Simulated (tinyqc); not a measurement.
Inside a calculation. Model: a particle near a wafer in liquid: double-layer and van der Waals forces (DLVO), deposition barrier and removal. Computed by tinyqc, a small Python program that keeps every step. Command: `OMP_NUM_THREADS=1 python tinyqc.py 3114364 3114365 out.jsonl dlvo walk`. One thread of a shared host (Intel(R) Xeon(R) Processor @ 2.30GHz), about 0.01 s of CPU time with the checks. Intermediate numbers are printed to about 6 digits and carried at full precision; extremes and crossings named in words are read from the listed rows.

Sphere and flat wall, Derjaguin approximation, constant potentials in the linear-superposition form, no retardation and no hydration force.

Inputs (values chosen for the exercise, of the order of those for silica on silicon in water):
```
quantity                             value   unit
particle radius R                       68     nm
Hamaker constant A                 1.3e-20      J
potential of the particle psi_1        -52     mV
potential of the wafer psi_2           -41     mV
salt concentration c                 0.057  mol/L
valence z of the symmetric salt          1      -
temperature T                          323      K
dielectric constant of the liquid     69.9      -
gap h                                  1.5     nm
contact distance h0                    0.4     nm
contact radius over R                  0.2      -
viscosity                             0.63  mPa s
```

Constants: e = 1.602176634e-19 C; N_A = 6.02214076e+23 1/mol; eps_0 = 8.8541878128e-12 F/m; k_B = 1.380649e-23 J/K; k_B = 8.617333262e-05 eV/K.

## Screening

kappa^2 = 2 z^2 e^2 N_A (1000 c)/(eps eps_0 k_B T); gamma_i = tanh(z e psi_i/(4 k_B T)); Z = 64 pi eps eps_0 (k_B T/(z e))^2 gamma_1 gamma_2.

kappa = 0.799066 1/nm

Debye length = 1.25146 nm

gamma_1 = -0.435817

gamma_2 = -0.352464

Z = 14.8090 pN

kappa R = 54.3365

Like signs: the double layers repel.

## Energy and force at one gap

U(h) = Z R exp(-kappa h) - A R/(6 h); F(h) = -dU/dh = kappa Z R exp(-kappa h) - A R/(6 h^2), positive for repulsion.

double-layer energy = 68.1089 k_B T

van der Waals energy = -22.0254 k_B T

U(h) = 46.0835 k_B T

F(h) = 177.220 pN

## The curve

The formulas are those given above.

Against the gap:
```
h (nm)  kappa h  U (k_B T)        F (pN)
0.4      0.3196    81.4398  -3.36306e+02
0.6      0.4794    84.7441   8.89353e+01
1.0      0.7991    68.5210   2.14565e+02
1.5      1.1986    46.0835   1.77220e+02
2.5      1.9977    17.4167   8.55814e+01
4.0      3.1963     0.9796   2.37145e+01
7.0      5.5935    -3.8792  -1.17222e-02
12.0     9.5888    -2.7377  -9.68034e-01
20.0    15.9813    -1.6519  -3.68241e-01
40.0    31.9626    -0.8260  -9.20833e-02
```

Caution: in rows where h is not small against R, A R/(6 h) overstates the van der Waals term. Caution: in rows with kappa h below 1 linear superposition is only rough.

## Barrier and secondary minimum

F = 0 reads x^2 exp(-x) = y with x = kappa h and y = A kappa/(6 Z); the left side peaks at x = 2 with 4/e^2 = 0.5413, so roots exist for smaller y: x < 2 is the barrier, x > 2 the secondary minimum.

y = 0.116909

position of the barrier = 0.528500 nm

barrier height = 85.5149 k_B T

position of the secondary minimum = 6.99239 nm

energy at the secondary minimum = -3.87924 k_B T

A barrier above 15 k_B T practically stops deposition. The secondary minimum is deep enough to hold particles loosely.

## Critical salt concentration

The barrier height is zero when U = 0 and F = 0 together: kappa h = 1 and kappa = 6 Z/(e A), e = 2.718282 here; c follows from kappa^2, with the potentials held fixed.

critical kappa = 2.51443 1/nm

critical concentration = 0.564401 mol/L

## Adding salt

kappa scales as sqrt(c); potentials are held fixed. A dash marks rows without a maximum.

Against the concentration:
```
c (mol/L)  Debye length (nm)  barrier at (nm)  barrier (k_B T)  minimum at (nm)  minimum (k_B T)
5.64e-05             39.7846          2.48930          198.845      4.08291e+02     -7.30333e-02
5.64e-04             12.5810          1.43643          178.448      1.10774e+02     -2.64375e-01
5.64e-03              3.9785          0.84883          143.505      2.89259e+01     -9.85070e-01
2.82e-02              1.7792          0.60472          106.113      1.08924e+01     -2.53769e+00
1.13e-01              0.8888          0.46966           62.782      4.47820e+00     -5.91326e+00
2.82e-01              0.5626          0.41480           28.388      2.38139e+00     -1.05956e+01
5.08e-01              0.4192          0.39822            4.371      1.52274e+00     -1.57236e+01
8.47e-01              0.3246          0.40947          -16.714      9.68319e-01     -2.26799e+01
1.69e+00              0.2298                -                -                -                -
```

At low salt the barrier tends to Z R = 226 k_B T; it is half of that between 0.0056 and 0.028 mol/L and changes sign at 0.56 mol/L, while the secondary minimum deepens to -16 k_B T at 0.9 of that.

## Removing an attached particle

Adhesion F_a = A R/(6 h0^2) [1 + a^2/(R h0)] - kappa Z R exp(-kappa h0), a the contact radius. Drag in a shear flow F_d = 1.7 x 6 pi mu R^2 G, acting at 1.4 R; rolling starts when 1.4 R F_d = a F_a. Wall shear stress = mu G.

van der Waals adhesion = 7182.5 pN

net adhesion F_a = 6597.97 pN

wall shear stress for rolling = 6361.28 Pa

shear rate G = 1.00973e+07 1/s

Checks made by the program: force against a difference of U (relative difference below 1e-10).
